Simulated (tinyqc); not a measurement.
A particle near a wafer in liquid: double-layer and van der Waals forces (DLVO), deposition barrier and removal. Which input was changed? Computed by tinyqc, a small Python program. Command: `OMP_NUM_THREADS=1 python tinyqc.py 3110375 3110376 out.jsonl dlvo which`. One thread of a shared host (Intel(R) Xeon(R) Processor @ 2.30GHz), about 0.03 s of CPU time with the checks.

Sphere and flat wall, Derjaguin approximation, constant potentials in the linear-superposition form, no retardation and no hydration force.

Inputs (values chosen for the exercise, of the order of those for silica on copper in water):
```
quantity                             value   unit
particle radius R                       86     nm
Hamaker constant A                 3.5e-20      J
potential of the particle psi_1        -27     mV
potential of the wafer psi_2           -54     mV
salt concentration c                0.0021  mol/L
valence z of the symmetric salt          2      -
temperature T                          298      K
dielectric constant of the liquid     78.4      -
contact distance h0                    0.4     nm
contact radius over R                0.051      -
viscosity                             0.51  mPa s
```

Constants: e = 1.602176634e-19 C; N_A = 6.02214076e+23 1/mol; eps_0 = 8.8541878128e-12 F/m; k_B = 1.380649e-23 J/K; k_B = 8.617333262e-05 eV/K.

Method:
- kappa^2 = 2 z^2 e^2 N_A (1000 c)/(eps eps_0 k_B T); gamma_i = tanh(z e psi_i/(4 k_B T)); Z = 64 pi eps eps_0 (k_B T/(z e))^2 gamma_1 gamma_2.
- U(h) = Z R exp(-kappa h) - A R/(6 h); F(h) = -dU/dh = kappa Z R exp(-kappa h) - A R/(6 h^2), positive for repulsion.
- F = 0 reads x^2 exp(-x) = y with x = kappa h and y = A kappa/(6 Z); the left side peaks at x = 2 with 4/e^2 = 0.5413, so roots exist for smaller y: x < 2 is the barrier, x > 2 the secondary minimum.
- Adhesion F_a = A R/(6 h0^2) [1 + a^2/(R h0)] - kappa Z R exp(-kappa h0), a the contact radius. Drag in a shear flow F_d = 1.7 x 6 pi mu R^2 G, acting at 1.4 R; rolling starts when 1.4 R F_d = a F_a. Wall shear stress = mu G.

Task: One of these inputs alone was changed, within the range given: potential of the wafer psi_2 (-108 to -27); salt concentration c (0.00105 to 0.0042); contact distance h0 (0.2 to 0.8); contact radius over R (0.0255 to 0.102). Which one, and to what value?

Results:
```
run     barrier height (k_B T)  energy at the secondary minimum (k_B T)  net adhesion F_a (pN)
before                38.29038                                -6.173240               4689.299
after                 32.49284                                -6.970977               4672.018
```

Result:

Each candidate set to reproduce barrier height, and what it then gives:
```
candidate                             range searched  value needed  energy at the secondary minimum (k_B T)  net adhesion F_a (pN)
potential of the wafer psi_2 (mV)        -108 to -27        -48.33                                  -6.2788                 4701.2
salt concentration c (mol/L)       0.00105 to 0.0042      0.002540                                  -6.9710                 4672.0
contact distance h0 (nm)                  0.2 to 0.8     no effect                                        -                      -
contact radius over R                0.0255 to 0.102     no effect                                        -                      -
```

Only salt concentration c fits every result: it went from 0.0021 to 0.00254 mol/L. The next best candidate, potential of the wafer psi_2, misses one result by 9.9 %.
